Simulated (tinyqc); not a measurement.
sp3s* tight binding with spin-orbit coupling, step by step. Values are carried at full precision from step to step, so a last printed digit may differ when a step is redone from the rounded ones.

sp3s* tight binding, nearest neighbours only: anion (a) at 0, cation (c) at a/4 (1,1,1), orbitals s, px, py, pz, s* on each; k in units of 2 pi/a. With phases e_j = exp(i (pi/2) k.n_j) for n = (1,1,1), (1,-1,-1), (-1,1,-1), (-1,-1,1): g0 = (e1+e2+e3+e4)/4, g1 = (e1+e2-e3-e4)/4, g2 = (e1-e2+e3-e4)/4, g3 = (e1-e2-e3+e4)/4. The diagonal holds the levels Esa, Epa, Exa (s*) and Esc, Epc, Exc. Anion-cation block: <sa|sc> = Vss g0; <sa|xc> = Vsapc g1; <xa|sc> = -Vscpa g1; <xa|xc> = Vxx g0; <xa|yc> = <ya|xc> = Vxy g3, <xa|zc> = <za|xc> = Vxy g2, <ya|zc> = <za|yc> = Vxy g1; <s*a|xc> = Vxapc g1; <xa|s*c> = -Vpaxc g1; y and z take g2 and g3 in place of g1; s-s* and s*-s* vanish.

Constants: hbar^2/2m0 = 3.80998211 eV angstrom^2.

Values chosen for the exercise (near a published set for GaSb, fitted to gaps, whose masses and valley positions are rough; spin-orbit coupling, where it is added without a refit, lifts the valence top and shrinks all gaps by about a third of the splitting; the results hold for these values, not for the real material):
```
symbol  value            unit      meaning
k       (0.69, 0.69, 0)  2 pi/a    wave vector
Esa     -7.41            eV        s level of the anion
Epa     0.863            eV        p level of the anion
Esc     -3.86            eV        s level of the cation
Epc     2.941            eV        p level of the cation
Exa     6.665            eV        s* level of the anion
Exc     5.927            eV        s* level of the cation
Vss     -6.083           eV        s-s
Vxx     1.565            eV        px-px
Vxy     4.094            eV        px-py
Vsapc   4.941            eV        s anion, p cation
Vscpa   4.649            eV        s cation, p anion
Vxapc   4.944            eV        s* anion, p cation
Vpaxc   4.272            eV        p anion, s* cation
Da      0.965            eV        atomic spin-orbit splitting, anion
Dc      0.166            eV        the same, cation
a       6.097            angstrom  lattice constant
```

## Phase sums

Form g0 to g3 at this k.

g0, g1, g2, g3: [0.21896, 0.41354i, 0.41354i, -0.78104]

## The Hamiltonian without spin-orbit coupling

Fill in the 10 x 10 matrix.

H(k) (eV), rows sa, xa, ya, za, s*a, sc, xc, yc, zc, s*c and columns alike:
```
[[-7.4100, 0, 0, 0, 0, -1.3319, 2.0433i, 2.0433i, -3.8591, 0],
 [0, 0.8630, 0, 0, 0, -1.9225i, 0.3427, -3.1976, 1.6930i, -1.7666i],
 [0, 0, 0.8630, 0, 0, -1.9225i, -3.1976, 0.3427, 1.6930i, -1.7666i],
 [0, 0, 0, 0.8630, 0, 3.6311, 1.6930i, 1.6930i, 0.3427, 3.3366],
 [0, 0, 0, 0, 6.6650, 0, 2.0445i, 2.0445i, -3.8615, 0],
 [-1.3319, 1.9225i, 1.9225i, 3.6311, 0, -3.8600, 0, 0, 0, 0],
 [-2.0433i, 0.3427, -3.1976, -1.6930i, -2.0445i, 0, 2.9410, 0, 0, 0],
 [-2.0433i, -3.1976, 0.3427, -1.6930i, -2.0445i, 0, 0, 2.9410, 0, 0],
 [-3.8591, -1.6930i, -1.6930i, 0.3427, -3.8615, 0, 0, 0, 2.9410, 0],
 [0, 1.7666i, 1.7666i, 3.3366, 0, 0, 0, 0, 0, 5.9270]]
```

## Levels at this k

Diagonalise H, which belongs to k = (0.69, 0.69, 0) (2 pi/a). Four bands are filled (two electrons each); give the make-up of band 5, the lowest empty one.

levels (eV): [-9.8163, -6.9178, -2.5071, -1.7876, 1.1438, 1.5176, 5.5916, 6.2751, 8.7170, 10.5176]

weights of band 5: s 0.337, p 0.378, s* 0.285

weight of band 5 on atom a = 0.431

The vertical gap at this k is 2.9313 eV; band 5 is mostly p-like.

## Levels at Gamma

Spin-orbit coupling acts within the p shell of each atom as (D/3) L.sigma, D = Da or Dc: it puts four states at Ep + D/3 and two at Ep - 2D/3.

At k = 0 only g0 = 1 is left and H falls into 2 x 2 blocks [[E_a, V], [V, E_c]] with roots (E_a + E_c)/2 -/+ sqrt(((E_a - E_c)/2)^2 + V^2); the s* levels stay uncoupled. The direct gap runs from the highest lower root of the p blocks to the lowest upper root.

Blocks at Gamma (eV):
```
block               E_a      E_c        V  lower root  upper root
s (Gamma6)      -7.4100  -3.8600  -6.0830    -11.9717      0.7017
p 3/2 (Gamma8)   1.1847   2.9963   1.5650      0.2823      3.8987
p 1/2 (Gamma7)   0.2197   2.8303   1.5650     -0.5129      3.5629
```

direct gap at Gamma = 0.4194 eV

The lowest empty level at Gamma is s-like. The split-off band lies 0.7952 eV below the top, between Dc = 0.166 and Da = 0.965 eV, weighted by where the valence p state sits.

## Bands near the gap

Diagonalise at L = (1/2,1/2,1/2), X = (1,0,0), W = (1,1/2,0), K = (3/4,3/4,0) and at the fractions named between them; energies from the top of the valence band at Gamma; the matrix is 20 x 20 and 8 levels are filled.

Levels (eV):
```
k        level 3  level 5  level 7  level 8  level 9  level 10  level 11
L         -6.795   -1.643   -1.163   -1.163    0.660     0.660     2.293
L-G 0.5   -4.209   -1.145   -0.651   -0.651    1.044     1.044     2.788
G         -0.795    0.000    0.000    0.000    0.419     0.419     3.281
G-X 0.2   -1.724   -0.783   -0.358   -0.358    1.260     1.260     2.924
G-X 0.4   -3.509   -1.501   -1.088   -1.088    1.522     1.522     2.125
G-X 0.6   -5.269   -2.172   -1.785   -1.785    1.152     1.152     1.663
G-X 0.7   -6.055   -2.435   -2.058   -2.058    0.982     0.982     1.465
G-X 0.8   -6.733   -2.632   -2.261   -2.261    0.893     0.893     1.268
G-X 0.9   -7.232   -2.754   -2.387   -2.387    0.888     0.888     1.093
X         -7.428   -2.795   -2.429   -2.429    0.953     0.953     0.966
W         -7.533   -2.997   -2.451   -2.407    0.833     0.940     0.992
K         -7.430   -3.045   -2.250   -2.162    0.804     0.887     1.127
K-G 0.5   -4.976   -2.133   -0.954   -0.875    1.192     1.348     2.146
```

On these points the lowest empty level is lowest at G, 0.419 eV above the top.

## Valleys and masses

The lowest conduction level (mean of the pair) at Gamma, at its minimum on (x,0,0) for x from 0.5 to 1, and at the point L (L, and X where the search ends there, need not be minima in this model; a zero or negative inverse mass shows it). Inverse masses m0/m = (E(+h) + E(-h) - 2 E)/(2 c q^2) with c = hbar^2/2m0, q = h 2 pi/a, h = 0.002; longitudinal along the valley axis ([100] at Gamma and Delta, [111] at L), transverse along [010] or [1-10]. A dash: the next level lies within 0.15 eV, so a single mass has no use there.

Valleys:
```
valley  x (2 pi/a)  E - Ev (eV)  m0/m_l  m0/m_t
Gamma       0.0000       0.4194   23.06   23.06
Delta       0.8557       0.8798    1.01    0.29
L           0.5000       0.6604    0.55    1.33
```

Of these three the lowest is Gamma, which makes the gap direct, 0.4194 eV. At Delta m0/m_t is 0.29. This nearest-neighbour model is fitted to gaps: it places the Delta minimum and the masses at Delta and L only roughly (transverse masses can be several times too heavy), and since its bands are flat from X to W the transverse mass grows too heavy towards X; d orbitals or second neighbours cure this.

## Checks

- Direct gap at Gamma from the blocks against the full matrix: both 0.419428.

Run: tinyqc, `OMP_NUM_THREADS=1 python tinyqc.py 1450878 1450879 out.jsonl`; Intel(R) Xeon(R) Processor @ 2.30GHz, one thread, shared host; about 0.2 s of CPU time with all checks.
